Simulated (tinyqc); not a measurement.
Along the channel and with depth: stress in a transistor channel from embedded alloy regions, liners and fins, by half-space elasticity. Computed by tinyqc, a small Python program. Command: `OMP_NUM_THREADS=1 python tinyqc.py 3006248 3006249 out.jsonl stressor walk`. One thread of a shared host (Intel(R) Xeon(R) Processor @ 2.30GHz), about 0.01 s of CPU time with the checks.

Plane strain in an isotropic half-space, the same constants everywhere; x along the channel from its centre, y downwards from the free surface; stress is positive in tension.

Inputs (values chosen for the exercise, modelled on silicon):
```
quantity                         value  unit
alloy fraction x                 0.016     -
lattice change per unit x, beta  -0.46     -
Young's modulus E                  167   GPa
Poisson ratio nu                  0.27     -
channel length L                   118    nm
length of each stressor S           65    nm
recess depth d                      40    nm
depth of the field point y           4    nm
```

Stressor: Si(1-x)C(x) source and drain.

Method. Misfit e = beta x. A fully constrained inclusion holds the stress -p with p = E e/(1 - 2 nu); a blanket film would hold -E e/(1 - nu) in the plane. A line element dA of misfit at (a, c) in the half-space gives, with C = E e/(2 pi (1 - nu)), X = x - a, r1^2 = X^2 + (y - c)^2, r2^2 = X^2 + Y^2, Y = y + c: s_xx = -C dA {[X^2 - (y - c)^2]/r1^4 + 3 [X^2 - Y^2]/r2^4 + 4 y Y (Y^2 - 3 X^2)/r2^6}, s_yy = C dA {[X^2 - (y - c)^2]/r1^4 - [X^2 - Y^2]/r2^4 + 4 y Y (Y^2 - 3 X^2)/r2^6}. These are integrated over two rectangles, L/2 < |a| < L/2 + S, 0 < c < d (closed form in a, 200 Gauss-Legendre points in c).

misfit e = -0.00736

Stress (MPa):
```
2x/L  s_xx at y  s_yy at y  s_xx at d/2  s_xx at 1.5 d
0.0      564.43      2.302       343.39        -28.299
0.2      580.10      2.387       339.85        -30.956
0.4      625.68      2.448       327.23        -38.885
0.6      689.31      1.358       305.53        -54.846
0.8      697.03    -10.318       315.76        -92.715
```

What follows from these numbers?

Near the surface s_xx changes by +23 % from the centre to 2x/L = 0.8. At the centre, s_xx at half the recess depth is 0.61 of its value at y, and below the recess -0.05. An element acts with the sign of X^2 - (y - c)^2, so its direct term reverses where the offset in depth exceeds the lateral distance, and the image terms that amplify the stress near the surface fade with depth.
